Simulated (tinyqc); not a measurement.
Reverse leakage of an n+-p junction: diffusion, generation, trap-assisted and band-to-band tunnelling: two steps of the calculation.

One-sided abrupt junction in the depletion approximation, x from the junction (0) to W on the p side, field F = F0 (1 - x/W). Flat quasi-Fermi levels, long p side. Traps generate through SRH with both lifetimes shortened by 1 + Gamma (Hurkx enhancement, form for moderate fields); band-to-band generation is local and needs a total bending above Eg.

Values chosen for this exercise; band and dielectric values close to those of silicon: temperature T = 400 K; band gap Eg = 1.12 eV; acceptor density of the lighter side Na = 8e17 cm^-3; donor density of the heavier side Nd = 5e19 cm^-3; SRH lifetime of both carriers at zero field tau = 9e-7 s; trap level above the intrinsic level Et = 0 eV; band-to-band prefactor Ab = 4.9e14 cm^-0.5 V^-2.5 s^-1; band-to-band field constant Bb = 1.92e7 V/cm; reverse bias VR = 1.4 V.

Constants: q = 1.602176634e-19 C, kB = 1.380649e-23 J/K, Vt = kB T/q. Results are converted to the units shown.

Task 1. Generation rates across the layer. u = (Vbi + VR)(1 - x/W)^2, p = Na exp(-u/Vt), n = Nd exp((u - Vbi - VR)/Vt); G0 = ni^2 (1 - exp(-VR/Vt))/(tau (n + p + 2 ni cosh(Et/Vt))); Gamma = 2 sqrt(3 pi)(F/FG) exp((F/FG)^2); trap-assisted part G0 Gamma; G_bb = Ab F^2.5 exp(-Bb/F) with F in V/cm, zero unless Vbi + VR > Eg, and counted as zero under 1 cm^-3 s^-1. 13 equal steps.

ni = 3.6582919e12 cm^-3
Vbi = 0.99016289 V
W = 61.891629 nm
F0 = 772.37032 kV/cm
FG = 579.11545 kV/cm

Wanted: x; F; Gamma; G0; G0 Gamma; G_bb.

Result 1.

| point | x (nm) | F (kV/cm) | Gamma | G0 (cm^-3 s^-1) | G0 Gamma (cm^-3 s^-1) | G_bb (1e18 cm^-3 s^-1) |
|---|---|---|---|---|---|---|
| 0 | 0.00 | 772.4 | 48.50 | 2.974e11 | 1.442e13 | 4.110 |
| 1 | 4.76 | 713.0 | 34.41 | 8.441e15 | 2.905e17 | 0.424 |
| 2 | 9.52 | 653.5 | 24.76 | 1.994e18 | 4.938e19 | 0.029 |
| 3 | 14.28 | 594.1 | 18.05 | 2.032e18 | 3.668e19 | 0.001 |
| 4 | 19.04 | 534.7 | 13.30 | 2.032e18 | 2.703e19 | 0.000 |
| 5 | 23.80 | 475.3 | 9.884 | 2.032e18 | 2.009e19 | 0.000 |
| 6 | 28.57 | 415.9 | 7.385 | 2.032e18 | 1.501e19 | 0.000 |
| 7 | 33.33 | 356.5 | 5.521 | 1.950e18 | 1.077e19 | 0.000 |
| 8 | 38.09 | 297.1 | 4.098 | 4.202e17 | 1.722e18 | 0.000 |
| 9 | 42.85 | 237.7 | 2.982 | 1.311e16 | 3.908e16 | 0.000 |
| 10 | 47.61 | 178.2 | 2.078 | 7.461e14 | 1.550e15 | 0.000 |
| 11 | 52.37 | 118.8 | 1.314 | 9.594e13 | 1.261e14 | 0.000 |
| 12 | 57.13 | 59.4 | 0.6366 | 2.802e13 | 1.783e13 | 0.000 |
| 13 | 61.89 | 0.0 | 0 | 1.859e13 | 0 | 0.000 |

Task 2. Current components. 13 equal steps.

Each current is q times the trapezoid sum of its rate; J adds J_diff; J_bb under 1e-8 of the sum is given as 0.

| point | x (nm) | G0 (cm^-3 s^-1) | G0 Gamma (cm^-3 s^-1) | G_bb (cm^-3 s^-1) |
|---|---|---|---|---|
| 0 | 0.000000 | 2.9740217e11 | 1.4423877e13 | 4.1099114e18 |
| 1 | 4.760895 | 8.4406917e15 | 2.9045369e17 | 4.2390307e17 |
| 2 | 9.521789 | 1.9942647e18 | 4.9380826e19 | 2.9482199e16 |
| 3 | 14.282684 | 2.0323774e18 | 3.6677068e19 | 1.2308236e15 |
| 4 | 19.043578 | 2.0323844e18 | 2.7026398e19 | 2.6084969e13 |
| 5 | 23.804473 | 2.0323835e18 | 2.0087559e19 | 2.1839582e11 |
| 6 | 28.565367 | 2.0319721e18 | 1.5006560e19 | 4.8760368e8 |
| 7 | 33.326262 | 1.9503633e18 | 1.0767333e19 | ~0 |
| 8 | 38.087157 | 4.2021404e17 | 1.7218690e18 | ~0 |
| 9 | 42.848051 | 1.3107284e16 | 3.9083418e16 | 0 |
| 10 | 47.608946 | 7.4611815e14 | 1.5500695e15 | 0 |
| 11 | 52.369840 | 9.5935274e13 | 1.2605941e14 | 0 |
| 12 | 57.130735 | 2.8016371e13 | 1.7834691e13 | 0 |
| 13 | 61.891629 | 1.8587468e13 | 0 | 0 |

J_diff = 6.6857461e-9 A/cm^2

Wanted: J_SRH; J_TAT; J_bb; J.

Result 2.

J_SRH = 9.5472e-7 A/cm^2
J_TAT = 1.2281e-5 A/cm^2
J_bb = 1.9143e-7 A/cm^2
J = 1.3433e-5 A/cm^2

Range of the model: The n+ side is degenerate, so Vbi from Boltzmann statistics is only a guide.

Program tinyqc, `OMP_NUM_THREADS=1 python tinyqc.py 2290135 2290136 out.jsonl`; Intel Xeon 2.30GHz, shared host, one thread, about 0.01 s.

~0 in a residual or rate marks an entry under 1e-11 of the largest of its column.
